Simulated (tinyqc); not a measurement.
Velocity against field: two-valley model of the transferred-electron effect. Computed by tinyqc, a small Python program. Command: `OMP_NUM_THREADS=1 python tinyqc.py 3008724 3008725 out.jsonl gunn walk`. One thread of a shared host (Intel(R) Xeon(R) Processor @ 2.30GHz), about 0.01 s of CPU time with the checks.

Both kinds of valley share one electron temperature T_e, and each has a constant mobility.

Inputs (values chosen for the exercise, for a model semiconductor):

| quantity | value | unit |
|---|---|---|
| central-valley mass m1 | 0.064 | m_0 |
| satellite-valley mass m2 | 0.22 | m_0 |
| satellite valleys Z | 4 | - |
| valley separation dE | 0.79 | eV |
| central-valley mobility mu1 | 10000 | cm^2/(V s) |
| satellite-valley mobility mu2 | 290 | cm^2/(V s) |
| energy relaxation time tau_E | 0.5 | ps |
| lattice temperature T | 100 | K |
| electric field F | 3.5 | kV/cm |

Solver: damped fixed point.

Constants: k_B = 8.617333262e-05 eV/K.

Method. Density-of-states ratio R = Z (m2/m1)^(3/2); n2/n1 = R exp(-dE/(k_B T_e)); mean mobility mu = (mu1 + mu2 n2/n1)/(1 + n2/n1); energy balance e mu F^2 = (3/2) k_B (T_e - T)/tau_E; v = mu F.

low-field mobility = 10000 cm^2/(V s)

R = 25.4932

The curve:

| F (kV/cm) | T_e (K) | share in the satellites (%) | v (1e7 cm/s) | low-field line (1e7 cm/s) |
|---|---|---|---|---|
| 0.35 | 104.7 | 2.4742e-35 | 0.3500 | 0.35 |
| 0.88 | 130.0 | 5.8817e-28 | 0.8800 | 0.88 |
| 1.80 | 225.3 | 5.4579e-15 | 1.8000 | 1.80 |
| 2.40 | 322.8 | 1.1821e-09 | 2.4000 | 2.40 |
| 3.50 | 573.8 | 2.9399e-04 | 3.5000 | 3.50 |
| 4.90 | 1025.7 | 3.3377e-01 | 4.8841 | 4.90 |
| 7.00 | 1766.5 | 1.2440e+01 | 6.1545 | 7.00 |
| 10.00 | 2494.2 | 3.9243e+01 | 6.1895 | 10.00 |
| 18.00 | 3944.9 | 7.1392e+01 | 5.5221 | 18.00 |
| 35.00 | 7162.6 | 8.7637e+01 | 5.2166 | 35.00 |

v falls between 10 and 35 kV/cm, while the share in the slow valleys goes from 39 to 88 %: transfer outruns the rise of the field. With constant mobilities n2/n1 tends to R and v ends on the line (mu1 + R mu2) F/(1 + R), a mobility of 657; real satellites saturate instead. Rows with T_e above 3000 K lie outside the range of a Maxwellian in parabolic valleys.

Extremes, crossings and ranges named in words are read from the listed rows.
